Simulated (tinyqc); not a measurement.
Equal gaps, different models: fitting sp3s* parameters to three gaps by Newton steps.

sp3s* tight binding, nearest neighbours only: anion (a) at 0, cation (c) at a/4 (1,1,1), orbitals s, px, py, pz, s* on each; k in units of 2 pi/a. With phases e_j = exp(i (pi/2) k.n_j) for n = (1,1,1), (1,-1,-1), (-1,1,-1), (-1,-1,1): g0 = (e1+e2+e3+e4)/4, g1 = (e1+e2-e3-e4)/4, g2 = (e1-e2+e3-e4)/4, g3 = (e1-e2-e3+e4)/4. The diagonal holds the levels Esa, Epa, Exa (s*) and Esc, Epc, Exc. Anion-cation block: <sa|sc> = Vss g0; <sa|xc> = Vsapc g1; <xa|sc> = -Vscpa g1; <xa|xc> = Vxx g0; <xa|yc> = <ya|xc> = Vxy g3, <xa|zc> = <za|xc> = Vxy g2, <ya|zc> = <za|yc> = Vxy g1; <s*a|xc> = Vxapc g1; <xa|s*c> = -Vpaxc g1; y and z take g2 and g3 in place of g1; s-s* and s*-s* vanish.

Gaps are level 5 at Gamma, X = (1,0,0) and L = (1/2,1/2,1/2) less level 4 at Gamma; no spin-orbit coupling. Free parameters: Esa, Vxapc and Vscpa. H is linear in them, so by Hellmann-Feynman J_ij = <u|dH/dp_j|u> for level 5 at point i less the same for level 4 at Gamma. Newton: p(new) = p + J^-1 (target - gaps); stop when all misses are below 1e-7 eV.

Constants: hbar^2/2m0 = 3.80998211 eV angstrom^2.

Parameters, chosen for this exercise (out of a larger set: near a published set for GaAs, fitted to gaps, whose masses and valley positions are rough; not measured data):
- p = (-8.341, 1.034, -2.665, 3.669, 8.562, 6.776, -6.404, 1.975, 5.079, 4.453, 5.718, 4.837, 4.849) eV (start, order Esa, Epa, Esc, Epc, Exa, Exc, Vss, Vxx, Vxy, Vsapc, Vscpa, Vxapc, Vpaxc)
- tg = (1.4663, 2.0927, 1.6783) eV (target gaps at Gamma, X, L)
- a = 5.652 angstrom (lattice constant)

The same three targets are met with other triples of free parameters (those for which Newton converges within 3 eV of the start). Not fitted: level 5 at K = (3/4,3/4,0) above Ev, the spacing of levels 6 and 5 at X, the depth of level 2 at X below Ev, the valence width at Gamma, and the mass c q^2/(E(q) - E(0)) of level 5 along [100], q = 0.002 (2 pi/a), c = hbar^2/2m0.

Unfitted results:

| free parameters | largest change (eV) | K (eV) | X spacing (eV) | level 2 at X (eV) | valence width (eV) | mass (m0) |
|---|---|---|---|---|---|---|
| start | 0.000 | 1.977 | 0.307 | 7.428 | 12.485 | 0.1193 |
| Vss, Vxapc, Vpaxc | 0.092 | 2.027 | 0.306 | 7.404 | 12.427 | 0.1137 |
| Esc, Vxapc, Vpaxc | 0.226 | 2.034 | 0.360 | 7.416 | 12.510 | 0.1141 |
| Vss, Vsapc, Vpaxc | 0.116 | 2.013 | 0.213 | 7.444 | 12.427 | 0.1122 |
| Esa, Vxapc, Vscpa | 0.197 | 2.025 | 0.287 | 7.483 | 12.624 | 0.1114 |
| Vss, Exa, Exc | 0.216 | 2.028 | 0.321 | 7.418 | 12.427 | 0.1137 |
| Esc, Vsapc, Exc | 0.154 | 2.022 | 0.269 | 7.468 | 12.510 | 0.1126 |

What does the comparison show?

All fitted rows have the same three gaps, yet they spread by 21 meV at K, 147 meV in the X spacing, 80 meV in level 2 at X, 197 meV in the valence width and 2.4 % in the mass. The smallest change of parameters, 0.092 eV, is that of Vss, Vxapc, Vpaxc. A fit fixes what it was given and leaves the rest to the choice of free parameters.

Run: tinyqc, `OMP_NUM_THREADS=1 python tinyqc.py 1481537 1481538 out.jsonl`; Intel(R) Xeon(R) Processor @ 2.30GHz, one thread, shared host; about 0.2 s of CPU time with all checks.
